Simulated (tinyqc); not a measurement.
What moves the results: three-band (Emery) model of a CuO2 plane downfolded to one band. A value that a table varies takes the place of the one given here.

Electron picture, d at 0 and the oxygen p orbitals at -D; sx = sin(kx a/2), sy = sin(ky a/2). H = [[0, 2 tpd sx, -2 tpd sy], [., -D, -4 tpp sx sy], [., ., -D]], real and symmetric. The top (antibonding) band crosses the Fermi level.

One-band form E = e0 - 2t (cos kx + cos ky) - 4t' cos kx cos ky - 2t'' (cos 2kx + cos 2ky) - 4t''' (cos 2kx cos ky + cos kx cos 2ky), k in 1/a. Each hopping is minus the mean of E cos(m kx) cos(n ky) over a 12 x 12 mesh, k = (j + 1/2) 2 pi/12.

Values chosen for the exercise (out of a larger set: of the size used for cuprate planes; not measured data): D = 2.1 eV (ed - ep); tpd = 1.01 eV (d-p hopping); tpp = 0.52 eV (p-p hopping).

## Ways to reach one band

e0, t, t', t'', t''' (eV): 1.44594  0.35252  -0.02467  0.02908  -0.00099

k in pi/a. Second order: 4 tpd^2 (sx^2 + sy^2)/D. Downfolded at a fixed energy: h(E0) = V (E0 - H_pp)^-1 V^T at E0 = the exact level at (1/2,1/2), then linearised, E = E0 + Z (h(E0) - E0), Z = 1/(1 + |(E0 - H_pp)^-1 V^T|^2). Fourier: all four hoppings.

Top band (eV):
```
k           exact  second order  linearised  Fourier
(0,0)      0.0000        0.0000      0.0000   0.0261
(1/2,0)    0.7228        0.9715      0.6900   0.7369
(1,0)      1.2266        1.9430      1.2189   1.2309
(1,1/2)    2.1612        2.9146      2.0891   2.1550
(1,1)      2.8467        3.8861      2.4031   2.8305
(3/4,3/4)  2.4819        3.3170      2.2805   2.4924
(1/2,1/2)  1.5584        1.9430      1.5584   1.5623
(1/4,1/4)  0.5169        0.5691      0.4718   0.4982
```

The band is 2.847 eV wide; second order gives 3.886, a factor 1.37, since 2 tpd/D = 0.96 is not small. It also leaves out tpp, which widens the exact band and so lowers this factor. Linearising about the Fermi region is exact at (1/2,1/2), off by 7.7 meV at (1,0) and 444 meV at worst, far from E0. The four Fourier hoppings err by at most 26 meV, at (0,0).

## What sets t'/t

tpp is varied; points are in units of pi/a. E(1,0) is the saddle point; the filling is the share of a 40 x 40 mesh, k = (j + 1/2) 2 pi/40, below the saddle energy, times two.

One-band values:
```
tpp (eV)  t (eV)  t' (eV)  t'' (eV)    t'/t  E(1,0) - E(1/2,1/2) (eV)  electrons at the saddle
0.05      0.2456   0.0224    0.0155   0.091                   -0.0274                    0.950
0.20      0.2755   0.0092    0.0196   0.033                   -0.1150                    0.905
0.35      0.3093  -0.0057    0.0239  -0.018                   -0.2113                    0.845
0.50      0.3472  -0.0223    0.0285  -0.064                   -0.3169                    0.825
0.65      0.3893  -0.0408    0.0332  -0.105                   -0.4326                    0.770
0.80      0.4356  -0.0611    0.0383  -0.140                   -0.5588                    0.730
```

t'/t goes from 0.091 to -0.140. With tpp = 0 the band depends on sx^2 + sy^2 alone and the line through the saddle is a nested square, whatever t' says: terms in (cos kx + cos ky)^2 bring t' and t'' in the ratio two to one, higher powers alter it (first row: 0.0224 and 0.0155 eV), so t' - 2t'', which goes from -0.0085 to -0.1378 eV, measures the rounding. Oxygen hopping lowers the saddle against (1/2,1/2), by 0.559 eV in the last row, so the van Hove filling moves from 0.95 to 0.73 electrons (mesh values, coarse by a few hundredths; the nested square holds exactly 1) and the half-filled Fermi line closes around (1,1).

## What each parameter does

Top band at (1,1), (1,0) and (1/2,1/2) in pi/a, and its d weight at (1/2,1/2). Each row changes one parameter from the base and keeps the others.

Results:
```
case            E(1,1) (eV)  E(1,0) (eV)  E(1/2,1/2) (eV)  d weight
base                 2.8467       1.2266           1.5584    0.6269
D = 1.89 eV          2.9533       1.2851           1.6392    0.6029
tpd = 0.909 eV       2.5611       1.0494           1.3637    0.6399
tpp = 0.572 eV       2.9523       1.2266           1.5978    0.6151
```

The largest shifts from the base row, up to three for each result and ties (the steps differ in size, so this ranks the rows, not the parameters). E(1,1) (eV): tpd -0.2857, D +0.1066, tpp +0.1055. E(1,0) (eV): tpd -0.1772, D +0.0585; unchanged at the printed digits by tpp. E(1/2,1/2) (eV): tpd -0.1947, D +0.0809, tpp +0.0394. d weight: D -0.0239, tpd +0.0130, tpp -0.0118. At (1,0) sy = 0, so tpp does not enter.

Computed by tinyqc, a small Python program: `OMP_NUM_THREADS=1 python tinyqc.py 1450341 1450342 out.jsonl` (the numbers bound the seed that draws the inputs); one thread of a shared host (Intel(R) Xeon(R) Processor @ 2.30GHz), about 0.03 s for the whole set of steps.
